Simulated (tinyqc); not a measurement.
Changing the Ge fraction x: composition and strain of an epitaxial Si(1-x)Ge(x) layer from Raman and X-ray peaks. Computed by tinyqc, a small Python program. Command: `OMP_NUM_THREADS=1 python tinyqc.py 3018837 3018838 out.jsonl epiraman sweep`. One thread of a shared host (Intel(R) Xeon(R) Processor @ 2.30GHz), about 0.01 s of CPU time with the checks.

A (001) layer, biaxially strained in the plane. The Raman peaks follow empirical lines omega = w0 + c1 x + c3 x^3 + b eps (c3 for Si-Ge alone), with eps the in-plane strain.

Inputs (values chosen for the exercise, modelled on silicon-germanium):
```
quantity,value,unit
degree of relaxation R,0.18,-
lattice constant of Si,5.431,angstrom
lattice constant of Ge,5.658,angstrom
bowing B,0.029,angstrom
2 C12/C11 of Si,0.776,-
2 C12/C11 of Ge,0.748,-
Si-Si: w0,520.8,1/cm
Si-Si: c1,-68.6,1/cm
Si-Si: strain coefficient b,-730,1/cm
Si-Ge: w0,400,1/cm
Si-Ge: c1,23.7,1/cm
Si-Ge: c3,-33.2,1/cm
Si-Ge: strain coefficient b,-601,1/cm
Ge-Ge: w0,280.4,1/cm
Ge-Ge: c1,19.5,1/cm
Ge-Ge: strain coefficient b,-481,1/cm
X-ray wavelength,1.540598,angstrom
```

Substrate: silicon.

Method:
- Relaxed lattice constant a(x) = a_Si + (a_Ge - a_Si) x - B x (1 - x).
- In-plane constant a_par = a_sub + R (a(x) - a_sub); eps = a_par/a(x) - 1; eps_perp = -(2 C12/C11) eps with 2 C12/C11 linear in x; a_perp = a(x) (1 + eps_perp).
- Insert x and eps in the three lines; the strain part is b eps.
- Bragg angle theta = arcsin(2 lambda/a) for (004), for the substrate with a_sub and the layer with a_perp; separation in arc seconds.

One run for each value:
```
Ge fraction x,Si-Si peak (1/cm),Si-Ge peak (1/cm),Ge-Ge peak (1/cm),in-plane strain eps (per mille),"separation, layer less substrate (arcsec)"
0.08,517.07,403.33,283.12,-2.413,-681.3
0.18,512.46,407.37,286.55,-5.486,-1541.3
0.29,507.43,411.44,290.35,-8.939,-2497.0
0.40,502.46,414.85,294.20,-12.466,-3462.1
0.50,497.99,417.16,297.72,-15.734,-4346.8
0.60,493.55,418.50,301.27,-19.060,-5237.6
0.71,488.72,418.64,305.20,-22.782,-6223.8
0.82,483.94,417.10,309.17,-26.568,-7215.8
0.92,479.64,414.02,312.80,-30.065,-8121.9
```

Over the rows, Si-Si peak (1/cm) falls from 517 to 480 (exponent d ln y / d ln x -0.011 between the first rows and -0.078 between the last); Si-Ge peak (1/cm) goes from 403 through a maximum among these rows, 419 at 0.710, to 414; Ge-Ge peak (1/cm) rises from 283 to 313 (exponent d ln y / d ln x 0.015 between the first rows and 0.10 between the last). Composition and strain both change with x. The Si-Si peak moves by -44.6 per cm per unit x on average, against c1 = -68.6 without strain: eps moves towards compression as x grows, which offsets part of the fall, in proportion to 1 - R.

Caution (rows 0.0800, 0.180, 0.820, 0.920): near either end one of the like-atom peaks is weak, since its intensity follows the number of such bonds. Caution (rows 0.710, 0.820, 0.920): strains above 2 % survive only in layers a few nanometres thick, and the linear relations lose accuracy.

Extremes, crossings and ranges named in words are read from the listed rows.
